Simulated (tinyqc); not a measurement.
Transverse acoustic branch against its sound line: Keating valence-force model of a tetrahedral crystal. Computed by tinyqc, a small Python program. Command: `OMP_NUM_THREADS=1 python tinyqc.py 3002121 3002122 out.jsonl keating walk`. One thread of a shared host (Intel(R) Xeon(R) Processor @ 2.30GHz), about 0.04 s of CPU time with the checks.

Atom A sits at 0 and atom B at a/4 (1,1,1) of an fcc lattice; the four bonds from A are t = a/4 (1,1,1), a/4 (1,-1,-1), a/4 (-1,1,-1), a/4 (-1,-1,1), of length d = sqrt(3) a/4. Energy: E = (3 alpha/(8 d^2)) sum over bonds (r.r - d^2)^2 + (3 beta/(8 d^2)) sum over pairs of bonds at one atom (r_i.r_j + d^2/3)^2, with beta_A for the six pairs at A and beta_B for the six at B. The cell holds two atoms, Omega = a^3/4. 1 N/m = 1 J/m^2.

Inputs (values chosen for the exercise, for a model crystal):

| quantity | value | unit |
|---|---|---|
| lattice constant a | 4.326 | angstrom |
| mass M_A | 40.5 | u |
| mass M_B | 116 | u |
| bond stretching alpha | 52.1 | N/m |
| bond bending beta_A | 7.4 | N/m |
| bond bending beta_B | 7.4 | N/m |

Structure: zinc blende.

Constants: nu for 1 eV/(angstrom^2 u) = 15.6333042 THz; 1 eV/angstrom^2 = 16.02176634 J/m^2; u = 1.6605390666e-27 kg.

Method:
- beta = (beta_A + beta_B)/2; C11 = (alpha + 3 beta)/a, C12 = (alpha - beta)/a, C44 = 4 alpha beta/(a (alpha + beta)); with the two sublattices clamped C44(0) = (alpha + beta)/a; internal-strain parameter zeta = (alpha - beta)/(alpha + beta); B = (C11 + 2 C12)/3.
- With displacements u exp(i q.r), each bracket changes by g.u, where g = (g_A, g_B): bond t, g = (-2 t, 2 t exp(i q.t)); pair (i, j) at A, g = (-(t_i + t_j), t_i exp(i q.t_j) + t_j exp(i q.t_i)); pair at B, g = (-t_i exp(-i q.t_j) - t_j exp(-i q.t_i), t_i + t_j). Then D_mn = sum over the 4 bonds and 12 pairs of (4 k/a^2) conj(g_m) g_n / sqrt(M_m M_n), with k = alpha or beta converted to eV/angstrom^2. Only the short-range forces enter; the Coulomb field of the charges is left out.
- An eigenvalue lambda of D in eV/(angstrom^2 u) gives nu = 15.6333042 THz x sqrt(lambda).
- The sound line is nu = v q/(2 pi) with v = sqrt(C44/rho), rho = (M_A + M_B)/Omega; the clamped line uses C44(0).

C44 = 59.9137 GPa

clamped C44(0) = 137.540 GPa

Frequencies (THz) along G-X:

| q (2 pi/a) | lowest branch | sound line, relaxed C44 | sound line, clamped C44(0) | third-lowest frequency | highest frequency |
|---|---|---|---|---|---|
| 0.05 | 0.2495 | 0.2497 | 0.3783 | 0.4225 | 10.994 |
| 0.15 | 0.7438 | 0.7490 | 1.1348 | 1.2609 | 10.972 |
| 0.30 | 1.4560 | 1.4980 | 2.2697 | 2.4779 | 10.900 |
| 0.45 | 2.1033 | 2.2470 | 3.4045 | 3.6052 | 10.794 |
| 0.60 | 2.6498 | 2.9960 | 4.5394 | 4.5901 | 10.673 |
| 0.75 | 3.0574 | 3.7450 | 5.6742 | 5.3649 | 10.564 |
| 0.90 | 3.2905 | 4.4940 | 6.8091 | 5.8362 | 10.493 |
| 1.00 | 3.3361 | 4.9934 | 7.5657 | 5.9321 | 10.479 |

What does the comparison show, and why?

At small q the branch follows the relaxed line (0.999 of it, against 0.659 of the clamped one): in a long shear wave the sublattices shift against each other. At X it reaches 67 % of the relaxed line. Real tetrahedral semiconductors have flatter TA branches than a Keating model fitted to their elastic constants, which needs longer-ranged terms to mend.

Extremes, crossings and ranges named in words are read from the listed rows.
